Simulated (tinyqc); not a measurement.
Hot carriers by balance equations with a heated Maxwellian: one step, computed by the program tinyqc. Command: `OMP_NUM_THREADS=1 python tinyqc.py 3031128 3031129 out.jsonl hot walk`. One thread of a shared host (Intel(R) Xeon(R) Processor @ 2.30GHz), about 0.02 s of CPU time with the checks.

The carriers follow a Maxwellian at an electron temperature T_e, slightly displaced; the drift energy is neglected against k_B T_e. The balance averages the rate, not the time, so mu_0 lies below the relaxation-time value.

Question. First iteration. Parabolic band: E = hbar^2 k^2/(2 m), speed v = hbar k/m, states per spin, volume and energy g(E) = m k/(2 pi^2 hbar^2). Masses are multiplied by m_0 and all formulas are in SI units. Phonon occupation N_q = 1/(exp(hbar w/(k_B T)) - 1). Acoustic deformation potential (elastic, equipartition, absorption and emission together): 1/tau = 2 pi k_B T D_A^2 g(E)/(hbar rho v_l^2). Optical or intervalley deformation potential: 1/tau = (pi Z_f D_o^2/(rho w)) [N_q g(E + hbar w) + (N_q + 1) g(E - hbar w)], with g = 0 below the band edge. Averages over the Maxwellian, <y> = int y x^(1/2) exp(-x) dx / int x^(1/2) exp(-x) dx with x = E/(k_B T_e), split at x_0 = hbar w/(k_B T_e): 64 Gauss-Legendre points in sqrt(x) below it and 128 in sqrt(x - x_0) above it, up to x = 32. Momentum balance: mu(T_e) = e/(m nu), nu = <x (sum of rates)>/<x>. Power lost per carrier: P(T_e) = hbar w <emission rate - absorption rate> + <(2 m v_l^2/(k_B T)) (E - 2 k_B T) acoustic rate>. Newton: h(T_e) = P - e mu F^2, T_new = T_e - h/h', with h' by a central difference of +/- 0.5 K, limited to the range T to 3 T_e. Start at T_e = 1.5 T.

Inputs (values chosen for the exercise, modelled on holes in germanium):

| quantity | value | unit |
|---|---|---|
| effective mass m | 0.299 | m_0 |
| density rho | 5323 | kg/m^3 |
| sound velocity v_l | 5440 | m/s |
| acoustic deformation potential D_A | 5.5 | eV |
| phonon energy hbar w | 38.8 | meV |
| optical or intervalley deformation potential D_o | 7.6 | 1e8 eV/cm |
| final valleys Z_f | 1 | - |
| lattice temperature T | 500 | K |
| electric field F | 0.37 | kV/cm |

Band: parabolic. Solver: Newton.

Constants: k_B = 8.617333262e-05 eV/K; k_B = 1.380649e-23 J/K; e = 1.602176634e-19 C; hbar = 1.054571817e-34 J s; m_0 = 9.1093837015e-31 kg; hbar = 6.582119569e-16 eV s.

Give: mu at the start; P at the start; new T_e.

Answer.

mu at the start = 843.1 cm^2/(V s)

P at the start = 1.724e+10 eV/s

new T_e = 500 K

The Newton step left the allowed range, so the new T_e is the limit of that range.
